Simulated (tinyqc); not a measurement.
Worked calculation: RKS/PBE0 in the sto-3g basis, for H3-, spin multiplicity 1. The basis has no diffuse functions, so it cannot describe the extra electron: this is an exercise in the method, not the real anion. Computed by tinyqc, a small Python program that keeps every step (integrals from PySCF). Settings: charge = -1, multiplicity = 1, basis = sto-3g, energy threshold = 1e-08, iteration cap = 83, orthogonalisation = symmetric, start = core, DIIS depth = 0, method = RKS, functional = pbe0, grid = [15, 86]. Command: `OMP_NUM_THREADS=1 python tinyqc.py 25560 25561 out.jsonl` (the two numbers bound the seeds that draw the settings). One thread of a shared host (Intel(R) Xeon(R) Processor @ 2.60GHz), about 0.2 s of CPU time with the checks. Later iterations appear only in the table of the cycle.

## One-electron integrals

Geometry (angstrom):
```
atom,x,y,z
H,0.000000,0.000000,0.000000
H,0.000000,0.000000,1.110000
H,0.000000,0.000000,-1.110000
```

Basis sto-3g: exponents (1/bohr^2) and contraction coefficients of normalised primitives:
```
element,l (shell),exponent,coefficient
H,s (1),3.425251,0.154329
H,s (1),0.623914,0.535328
H,s (1),0.168855,0.444635
```

Overlap, kinetic and nuclear-attraction integrals over the contracted functions; the nuclear repulsion is the sum of Za Zb / Rab.

nuclear repulsion = 1.19184057 hartree

overlap S, lower triangle:
```
,1H 1s,2H 1s,3H 1s
1H 1s,1.000000
2H 1s,0.434129,1.000000
3H 1s,0.434129,0.082175,1.000000
```

kinetic energy T (hartree), lower triangle:
```
,1H 1s,2H 1s,3H 1s
1H 1s,0.760032
2H 1s,0.075431,0.760032
3H 1s,0.075431,-0.011453,0.760032
```

nuclear attraction V (hartree), lower triangle:
```
,1H 1s,2H 1s,3H 1s
1H 1s,-2.161085
2H 1s,-0.800790,-1.932191
3H 1s,-0.800790,-0.140346,-1.932191
```

core Hamiltonian H = T + V (hartree), lower triangle:
```
,1H 1s,2H 1s,3H 1s
1H 1s,-1.401053
2H 1s,-0.725358,-1.172159
3H 1s,-0.725358,-0.151799,-1.172159
```

## Two-electron integrals

Functions are numbered as in S; the eight-fold symmetry (ij|kl) = (ji|kl) = (kl|ij) leaves the list below.

Two-electron integrals (ij|kl) in chemists' order, unique and non-zero (hartree):
```
i,j,k,l,(ij|kl)
1,1,1,1,0.774606
2,1,1,1,0.261459
2,1,2,1,0.117405
2,2,1,1,0.443705
2,2,2,1,0.261459
2,2,2,2,0.774606
3,1,1,1,0.261459
3,1,2,1,0.082580
3,1,2,2,0.138332
3,1,3,1,0.117405
3,2,1,1,0.047418
3,2,2,1,0.018285
3,2,2,2,0.036356
3,2,3,1,0.018285
3,2,3,2,0.003369
3,3,1,1,0.443705
3,3,2,1,0.138332
3,3,2,2,0.238020
3,3,3,1,0.261459
3,3,3,2,0.036356
3,3,3,3,0.774606
```

## Orthogonalisation

S = U s U^T; symmetric (Loewdin) form X = U s^(-1/2) U^T, so that X^T S X = 1.

eigenvalues of S: 0.425763  0.917825  1.656413

X, lower triangle:
```
,1H 1s,2H 1s,3H 1s
1H 1s,1.179999
2H 1s,-0.266536,1.086677
3H 1s,-0.266536,0.042870,1.086677
```

## Starting guess

The start is the orbitals of the core Hamiltonian; D = 2 C_occ C_occ^T.

D at the start, lower triangle:
```
,1H 1s,2H 1s,3H 1s
1H 1s,1.074213
2H 1s,0.372304,1.218566
3H 1s,0.372304,-0.960499,1.218566
```

## Iteration 1: exchange-correlation on the grid

Becke grid with 15 radial and 86 angular points per atom, points of zero weight dropped. rho = sum D_ij phi_i phi_j; V_xc,ij = sum w v_xc phi_i phi_j plus the gradient terms; v_xc is d(rho eps)/d rho at fixed gradient. Exact exchange is left to K.

The 12 grid points with the largest w rho, of 3850 (bohr, atomic units):
```
x,y,z,w,rho,|grad rho|^2,eps_xc,v_xc
-0.221022,0.811726,1.285870,0.066115,0.068933,0.012997,-0.277155,-0.352095
-0.811726,0.221022,1.285870,0.066115,0.068933,0.012997,-0.277155,-0.352095
0.221022,-0.811726,1.285870,0.066115,0.068933,0.012997,-0.277155,-0.352095
-0.221022,-0.811726,1.285870,0.066115,0.068933,0.012997,-0.277155,-0.352095
-0.811726,-0.221022,1.285870,0.066115,0.068933,0.012997,-0.277155,-0.352095
0.221022,0.811726,1.285870,0.066115,0.068933,0.012997,-0.277155,-0.352095
0.811726,-0.221022,1.285870,0.066115,0.068933,0.012997,-0.277155,-0.352095
0.811726,0.221022,1.285870,0.066115,0.068933,0.012997,-0.277155,-0.352095
-0.221022,0.811726,-1.285870,0.066115,0.068933,0.012997,-0.277155,-0.352095
0.221022,0.811726,-1.285870,0.066115,0.068933,0.012997,-0.277155,-0.352095
-0.811726,-0.221022,-1.285870,0.066115,0.068933,0.012997,-0.277155,-0.352095
-0.811726,0.221022,-1.285870,0.066115,0.068933,0.012997,-0.277155,-0.352095
```

electrons on the grid, sum of w rho = 3.999814

E_xc = sum of w rho eps_xc = -1.13826486 hartree

V_xc (hartree), lower triangle:
```
,1H 1s,2H 1s,3H 1s
1H 1s,-0.378589
2H 1s,-0.147111,-0.364648
3H 1s,-0.147111,-0.025353,-0.364648
```

## Iteration 1: building the Kohn-Sham matrix

J_ij = sum D_kl (ij|kl), K_ij = sum D_kl (ik|jl); F = H + J - 0.125 K + V_xc; E = tr D H + tr D J / 2 - 0.0625 tr D K + E_xc + E_nn.

Coulomb J (hartree), lower triangle:
```
,1H 1s,2H 1s,3H 1s
1H 1s,2.211739
2H 1s,0.881820,1.938434
3H 1s,0.881820,0.160298,1.938434
```

exchange K (hartree), lower triangle:
```
,1H 1s,2H 1s,3H 1s
1H 1s,1.348956
2H 1s,0.728622,1.212593
3H 1s,0.728622,0.062077,1.212593
```

Kohn-Sham matrix F (hartree), lower triangle:
```
,1H 1s,2H 1s,3H 1s
1H 1s,0.263477
2H 1s,-0.081727,0.250053
3H 1s,-0.081727,-0.024613,0.250053
```

total energy of this density = -1.37971167 hartree

## Iteration 1: diagonalisation and new density

Diagonalise F' = X^T F X, C = X C', fill 2 alpha and 2 beta electrons from the bottom; D = 2 C_occ C_occ^T. Each column has its largest component positive (the first on a tie).

F' = X^T F X (hartree), lower triangle:
```
,1,2,3
1,0.501713
2,-0.271282,0.361373
3,-0.271282,0.062116,0.361373
```

orbital energies (hartree): MO1 0.076962, MO2 0.299257, MO3 0.848241

coefficients C:
```
,MO1,MO2,MO3
1H 1s,0.511216,0.000000,1.128335
2H 1s,0.414065,0.738083,-0.733165
3H 1s,0.414065,-0.738083,-0.733165
```

D after iteration 1, lower triangle:
```
,1H 1s,2H 1s,3H 1s
1H 1s,0.522684
2H 1s,0.423354,1.432432
3H 1s,0.423354,-0.746633,1.432432
```

## Iteration 2: exchange-correlation on the grid

As before.

The 12 grid points with the largest w rho, of 3850 (bohr, atomic units):
```
x,y,z,w,rho,|grad rho|^2,eps_xc,v_xc
0.674944,-0.674944,-1.422652,0.074743,0.065493,0.016713,-0.274923,-0.339490
0.674944,0.674944,-1.422652,0.074743,0.065493,0.016713,-0.274923,-0.339490
-0.674944,-0.674944,-1.422652,0.074743,0.065493,0.016713,-0.274923,-0.339490
-0.674944,0.674944,-1.422652,0.074743,0.065493,0.016713,-0.274923,-0.339490
0.674944,-0.674944,1.422652,0.074743,0.065493,0.016713,-0.274923,-0.339490
-0.674944,-0.674944,1.422652,0.074743,0.065493,0.016713,-0.274923,-0.339490
-0.674944,0.674944,1.422652,0.074743,0.065493,0.016713,-0.274923,-0.339490
0.674944,0.674944,1.422652,0.074743,0.065493,0.016713,-0.274923,-0.339490
1.084085,0.000000,-1.660092,0.081449,0.059170,0.016114,-0.268486,-0.324133
0.000000,-1.084085,-1.660092,0.081449,0.059170,0.016114,-0.268486,-0.324133
-1.084085,0.000000,-1.660092,0.081449,0.059170,0.016114,-0.268486,-0.324133
0.000000,1.084085,-1.660092,0.081449,0.059170,0.016114,-0.268486,-0.324133
```

electrons on the grid, sum of w rho = 3.999845

E_xc = sum of w rho eps_xc = -1.13767437 hartree

V_xc (hartree), lower triangle:
```
,1H 1s,2H 1s,3H 1s
1H 1s,-0.343398
2H 1s,-0.142845,-0.377058
3H 1s,-0.142845,-0.024624,-0.377058
```

## Iteration 2: building the Kohn-Sham matrix

As before.

Coulomb J (hartree), lower triangle:
```
,1H 1s,2H 1s,3H 1s
1H 1s,2.047980
2H 1s,0.851359,1.966652
3H 1s,0.851359,0.154871,1.966652
```

exchange K (hartree), lower triangle:
```
,1H 1s,2H 1s,3H 1s
1H 1s,1.060668
2H 1s,0.713023,1.358335
3H 1s,0.713023,0.099697,1.358335
```

Kohn-Sham matrix F (hartree), lower triangle:
```
,1H 1s,2H 1s,3H 1s
1H 1s,0.170945
2H 1s,-0.105972,0.247643
3H 1s,-0.105972,-0.034014,0.247643
```

total energy of this density = -1.42436188 hartree

## Iteration 2: diagonalisation and new density

As before.

F' = X^T F X (hartree), lower triangle:
```
,1,2,3
1,0.401694
2,-0.274384,0.365673
3,-0.274384,0.058799,0.365673
```

orbital energies (hartree): MO1 0.024878, MO2 0.306874, MO3 0.801287

coefficients C:
```
,MO1,MO2,MO3
1H 1s,0.583938,0.000000,1.092473
2H 1s,0.365214,0.738083,-0.758682
3H 1s,0.365214,-0.738083,-0.758682
```

D after iteration 2, lower triangle:
```
,1H 1s,2H 1s,3H 1s
1H 1s,0.681967
2H 1s,0.426524,1.356294
3H 1s,0.426524,-0.822771,1.356294
```

## Iteration 9 (converged): orbitals

converged F (hartree), lower triangle:
```
,1H 1s,2H 1s,3H 1s
1H 1s,0.191868
2H 1s,-0.100904,0.247529
3H 1s,-0.100904,-0.031991,0.247529
```

As before.

F' = X^T F X (hartree), lower triangle:
```
,1,2,3
1,0.424724
2,-0.274065,0.364161
3,-0.274065,0.059615,0.364161
```

orbital energies (hartree): MO1 0.036664, MO2 0.304546, MO3 0.811836

coefficients C:
```
,MO1,MO2,MO3
1H 1s,0.567175,0.000000,1.101269
2H 1s,0.376765,0.738083,-0.753013
3H 1s,0.376765,-0.738083,-0.753013
```

D after iteration 9, lower triangle:
```
,1H 1s,2H 1s,3H 1s
1H 1s,0.643375
2H 1s,0.427383,1.373436
3H 1s,0.427383,-0.805629,1.373436
```

## Convergence

Stop when the energy changes by less than 1e-08 hartree and every element of the error matrix X^T (F D S - S D F) X is below 3e-05.

Course of the cycle:
```
iteration,E (hartree),change,largest element of the error matrix
1,-1.37971167,-,2.20e-01
2,-1.42436188,-4.47e-02,7.17e-02
3,-1.42898803,-4.63e-03,2.20e-02
4,-1.42941624,-4.28e-04,6.84e-03
5,-1.42945788,-4.16e-05,2.12e-03
6,-1.42946187,-3.99e-06,6.58e-04
7,-1.42946225,-3.85e-07,2.04e-04
8,-1.42946229,-3.70e-08,6.33e-05
9,-1.42946229,-3.56e-09,1.96e-05
```

PySCF RKS in the same basis, fine grid = -1.42954673 hartree

Converged in 9 iterations. The coarse grid moves the energy by +8.44e-05 hartree.

## Populations, bond orders and dipole

Mulliken: Z minus the diagonal of D S on the atom; Loewdin: the same with S^(1/2) D S^(1/2); Mayer order: 2 sum_s sum (D(s) S)_ij (D(s) S)_ji over the two atoms.

Charges (e):
```
atom,Mulliken,Loewdin
1H,-0.014455,0.001224
2H,-0.492773,-0.500612
3H,-0.492773,-0.500612
```

Mayer bond orders:
```
pair,order
2-1,0.499896
3-1,0.499896
3-2,0.257280
```

dipole moment about the origin, x y z (debye): 0.000000  0.000000  0.000000
